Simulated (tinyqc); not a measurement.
Non-radiative capture by multiphonon emission, one effective mode: one step, computed by the program tinyqc. Command: `OMP_NUM_THREADS=1 python tinyqc.py 3025759 3025760 out.jsonl capture walk`. One thread of a shared host (Intel(R) Xeon(R) Processor @ 2.30GHz), about 0.02 s of CPU time with the checks.

The initial state (free carrier plus empty centre) lies dE above the final state; both have the same frequency and are displaced by dQ.

Task: Geometry of the two curves. dQ = sqrt(2 S (hbar^2/u)/hbar omega); relaxation energy lambda = S hbar omega; phonons needed P = dE/hbar omega; classical barrier E_b = (dE - lambda)^2/(4 lambda); occupation n = 1/(exp(hbar omega/k_B T) - 1).

Inputs (values chosen for the exercise, with mass, screening and phonons like those of GaP):

| quantity | value | unit |
|---|---|---|
| energy released dE | 0.427 | eV |
| phonon energy hbar omega | 22.2 | meV |
| Huang-Rhys factor S | 8.46 | - |
| temperature T | 500 | K |

Centre: neutral.

Constants: hbar^2/u = 4.18015928e-03 eV angstrom^2; k_B = 8.617333262e-05 eV/K.

Give: dQ; lambda; P; classical barrier E_b; occupation n.

Result:

dQ = 1.785 u^(1/2) angstrom

lambda = 0.187812 eV

P = 19.23

classical barrier E_b = 0.07615 eV

occupation n = 1.484

dE exceeds lambda: the inverted case usual for deep centres, in which the curves cross on the far side of the initial minimum.
